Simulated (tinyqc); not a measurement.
Grain-boundary diffusion: Harrison regimes, Fisher and Le Claire analysis, Hart average. From D_eff back to grain size d. Computed by tinyqc, a small Python program. Command: `OMP_NUM_THREADS=1 python tinyqc.py 3021974 3021975 out.jsonl gbdiff inv`. One thread of a shared host (Intel(R) Xeon(R) Processor @ 2.30GHz), about 0.01 s of CPU time with the checks.

A boundary is a slab of width delta with diffusivity D_b, normal to a surface held at constant concentration; it leaks into grains of diffusivity D.

Inputs (values chosen for the exercise, for a model polycrystal):
```
quantity                          value   unit
lattice prefactor D0            1.4e-05  m^2/s
lattice activation energy E        3.93     eV
boundary prefactor D0b          6.6e-05  m^2/s
boundary activation energy E_b     1.79     eV
boundary width delta               0.75     nm
segregation factor s                  1      -
temperature T                      1170      K
time t                              320      s
```

Constants: k_B = 8.617333262e-05 eV/K.

Method:
- D = D0 exp(-E/(k_B T)), D_b = D0b exp(-E_b/(k_B T)).
- Triple product P = s delta D_b.
- Hart average for parallel slabs: f = delta/d, D_eff = (s f D_b + (1 - f) D)/(1 - f + s f); share of the boundaries = s f D_b/(s f D_b + (1 - f) D); depth sqrt(D_eff t).

Question. A run gave the result below. Find the grain size d, known to lie between 0.015 and 0.025 um.

D_eff = 4.493095e-14 m^2/s

Answer.

Each step takes the trial c = (a f_b - b f_a)/(f_b - f_a), f being the result less the target and a, b, c the logarithms of the listed values; c replaces end b, the old b replaces a if the sign of f changed, and otherwise f_a is halved.

Scan of the range:
```
grain size d (um)  D_eff (m^2/s)
0.0150               6.42812e-14
0.0163               5.91545e-14
0.0178               5.41696e-14
0.0194               4.97020e-14
0.0211               4.56975e-14
0.0230               4.19225e-14
0.0250               3.85687e-14
```

False position (Illinois rule, in the logarithm of the input) inside the bracket:
```
step      end a      end b      trial  D_eff (m^2/s)
1     0.0211000  0.0230000  0.0214727    4.49044e-14
2     0.0211000  0.0214727  0.0214483    4.49554e-14
3     0.0214727  0.0214483  0.0214600    4.49309e-14
4     0.0214483  0.0214600  0.0214600    4.49309e-14
```

D_eff falls at every point of a 13-point scan of the range (every second point is shown), so one value fits; it is bracketed by 0.0211 and 0.0230. The scan shows a pure power law with exponent -1.0000, so scaling from any one row also gives the answer directly. Answer: grain size d = 0.02146 um.

Caution: outside regime A (which needs sqrt(D t) above about 3 d) the Hart average and its depth are formal: they describe a profile only in regime A or at steady state.
